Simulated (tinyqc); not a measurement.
# Tunnelling through a gate dielectric, WKB transmission and Tsu-Esaki current: several studies

Electrons leave the emitter at x = 0. Energies E (motion across the layers) are in eV from the emitter Fermi level; the collector Fermi level lies at -V and offers states at every E. No charge in the dielectric and no image force: F1 = V/t1, U = phi1 - F1 x. With C = hbar^2/(2 m0), kappa = sqrt(m (U - E)/C) where U > E and 0 elsewhere; T(E) = exp(-S), S = 2 times the integral of kappa over x.

Values chosen for this exercise; dielectric values close to those of silicon nitride:
- T = 350 K (temperature)
- Ef = 0.2 eV (Fermi energy of the emitter above its band bottom)
- me = 1 m0 (emitter mass in the supply function)
- phi1 = 2.16 eV (barrier of layer 1 above the emitter Fermi level at zero bias)
- m1 = 0.48 m0 (tunnelling mass of layer 1)
- t1 = 1.5 nm (thickness of layer 1)
- V = 0.9 V (voltage across the dielectric)

Constants: q = 1.602176634e-19 C, kB = 1.380649e-23 J/K, hbar = 1.054571817e-34 J s, m0 = 9.1093837015e-31 kg, Vt = kB T/q, hbar^2/(2 m0) = 0.0380998212 eV nm^2. Results are converted to the units shown.

Each table varies one quantity; the others keep the values above.

## Current against voltage

Each layer adds (2/F) sqrt(m/C) [G(u at its left edge) - G(u at its right edge)] to S, with u = U - E (0 where negative) and G(u) = (2/3) u^1.5. J = J0 times the integral of T(E) N(E) dE, N = ln[(1 + exp(-E/Vt))/(1 + exp((-E - V)/Vt))], J0 = q^2 me m0 kB T/(2 pi^2 hbar^3) (times 1e-4 for A/cm^2 per eV), from E = -Ef to far above the barrier (T = 1 there), by quadrature converged to the digits shown.

Result of one run:
```
V (V)  S at E = 0  T(E = 0)  J (A/cm^2)  mean E of the current (eV)
1.7         11.95  6.437e-6        1289                     -0.1057
```

What becomes of these results when the voltage across the dielectric V is changed from 1.7 to 0.45 V, all else the same?

Result of the changed run:
```
V (V)  S at E = 0  T(E = 0)  J (A/cm^2)  mean E of the current (eV)
0.45        14.80  3.722e-7       83.27                     -0.1101
```

The whole series:
```
V (V)  S at E = 0  T(E = 0)  J (A/cm^2)  mean E of the current (eV)
0.2         15.28  2.308e-7       50.78                     -0.1089
0.45        14.80  3.722e-7       83.27                     -0.1101
0.7         14.30  6.140e-7       135.4                     -0.1095
0.95        13.78  1.040e-6       225.5                     -0.1089
1.2         13.22  1.822e-6       387.0                     -0.1081
1.45        12.61  3.329e-6       689.3                     -0.1071
1.7         11.95  6.437e-6        1289                     -0.1057
1.95        11.21  1.359e-5        2590                     -0.1036
2.2         10.24  3.559e-5        5981                    -0.09850
```

J rises from 50.8 to 5980 A/cm^2, by 0.859 decades a volt between the first two rows and 1.45 between the last two. From V = 2.2 V on (among the rows) a band edge falls below the emitter Fermi level, so electrons at E = 0 no longer cross the full thickness. In 3 of the 9 rows the field exceeds 10 MV/cm (up to 14.7), more than most dielectrics sustain; the model ignores breakdown.

## Effect of the thickness t1 at fixed voltage

Same model as above.

Effect of the thickness t1 at fixed voltage:
```
t1 (nm)  S at E = 0   T(E = 0)  J (A/cm^2)  mean E of the current (eV)
0.9           8.330   2.411e-4     6.283e4                     -0.1154
1.13          10.46   2.869e-5        6967                     -0.1130
1.36          12.59   3.413e-6       773.7                     -0.1105
1.59          14.72   4.061e-7       86.05                     -0.1080
1.81          16.75   5.300e-8       10.55                     -0.1054
2.04          18.88   6.305e-9       1.177                     -0.1027
2.27          21.01  7.502e-10      0.1315                    -0.09989
2.5           23.14  8.925e-11     0.01473                    -0.09697
```

J falls from 62800 to 0.0147 A/cm^2: 4.15 decades a nanometre between the first two rows and 4.13 between the last two. The exponent S alone gives dS/dt/ln 10 = 4.02 and 4.02.

## Effect of the barrier height

Same model as above.

Effect of the barrier height:
```
phi1 (eV)  S at E = 0  T(E = 0)  J (A/cm^2)  mean E of the current (eV)
1.1             8.394  2.261e-4     3.753e4                    -0.09699
1.3             9.696  6.154e-5     1.118e4                     -0.1015
1.5             10.82  1.990e-5        3844                     -0.1042
1.7             11.84  7.216e-6        1459                     -0.1061
1.9             12.77  2.845e-6       596.4                     -0.1076
2.1             13.63  1.198e-6       258.5                     -0.1087
2.3             14.45  5.317e-7       117.6                     -0.1096
2.5             15.22  2.467e-7       55.73                     -0.1104
```

Read the table: what changes, and by how much?

J falls from 37500 to 55.7 A/cm^2, on average 2.02 decades for each eV, while S rises from 8.39 to 15.2, as phi1^(0.72) over the table (a flat barrier gives 0.5, a triangular one 1.5).

## Effect of the tunnelling mass m1

Same model as above.

Effect of the tunnelling mass m1:
```
m1 (m0)  S at E = 0  T(E = 0)  J (A/cm^2)  mean E of the current (eV)
0.12          6.942  9.665e-4     2.639e5                     -0.1169
0.15          7.761  4.259e-4     1.131e5                     -0.1160
0.2           8.962  1.282e-4     3.271e4                     -0.1147
0.25          10.02  4.451e-5     1.097e4                     -0.1135
0.31          11.16  1.427e-5        3387                     -0.1122
0.4           12.67  3.131e-6       707.9                     -0.1104
0.5           14.17  7.015e-7       151.2                     -0.1086
0.63          15.91  1.236e-7       25.25                     -0.1065
```

What does the comparison show?

J falls from 2.64e5 to 25.3 A/cm^2. S goes as m1^(0.50): kappa is proportional to the square root of the mass.

Program tinyqc, `OMP_NUM_THREADS=1 python tinyqc.py 2540055 2540056 out.jsonl`; Intel Xeon 2.30GHz, shared host, one thread, about 0.03 s.
